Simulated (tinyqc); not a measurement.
Double-gate transistor below threshold, two-dimensional Poisson equation on a small mesh: one step of the calculation.

Half of a symmetric double-gate structure: row 0 is the mid-plane of the body, where the normal field vanishes. Mobile charge is neglected (subthreshold), the body is fully depleted, and potentials are counted from the intrinsic level; rows run upward to the gate, columns from source to drain.

Problem. Over-relaxation sweep (omega = 1.4). Free nodes: rows 0..2, columns 1..4, taken row by row from row 0, left to right. t = (up psi(above) + dn psi(below) + lat [psi(left) + psi(right)] + s)/(up + dn + 2 lat), with the newest neighbours; psi(new) = psi + 1.4 (t - psi).

psi at the start (fixed values on the edges, free nodes at the gate value) (V):

|  | j=0 | j=1 | j=2 | j=3 | j=4 | j=5 |
|---|---|---|---|---|---|---|
| row 0 | 0.52000000 | 0.11000000 | 0.11000000 | 0.11000000 | 0.11000000 | 0.82000000 |
| row 1 | 0.52000000 | 0.11000000 | 0.11000000 | 0.11000000 | 0.11000000 | 0.82000000 |
| row 2 | 0.52000000 | 0.11000000 | 0.11000000 | 0.11000000 | 0.11000000 | 0.82000000 |
| row 3 | 0.11000000 | 0.11000000 | 0.11000000 | 0.11000000 | 0.11000000 | 0.11000000 |

| row | up | dn | lat | s (V) |
|---|---|---|---|---|
| 0 | 26.973333 | 0 | 2.625 | 0 |
| 1 | 26.973333 | 26.973333 | 5.25 | 0 |
| 2 | 14.166667 | 26.973333 | 4.6102941 | 0 |

Wanted: psi after iteration 1.

Solution.

psi after iteration 1 (V):

|  | j=0 | j=1 | j=2 | j=3 | j=4 | j=5 |
|---|---|---|---|---|---|---|
| row 0 | 0.52000 | 0.15676 | 0.11533 | 0.11061 | 0.19104 | 0.82000 |
| row 1 | 0.52000 | 0.18416 | 0.12158 | 0.11168 | 0.23865 | 0.82000 |
| row 2 | 0.52000 | 0.21815 | 0.13255 | 0.11415 | 0.29800 | 0.82000 |
| row 3 | 0.11000 | 0.11000 | 0.11000 | 0.11000 | 0.11000 | 0.11000 |

Computed by the program tinyqc: `OMP_NUM_THREADS=1 python tinyqc.py 2480097 2480098 out.jsonl`, one thread of a shared Intel Xeon 2.30GHz, about 0.1 s for the whole run.
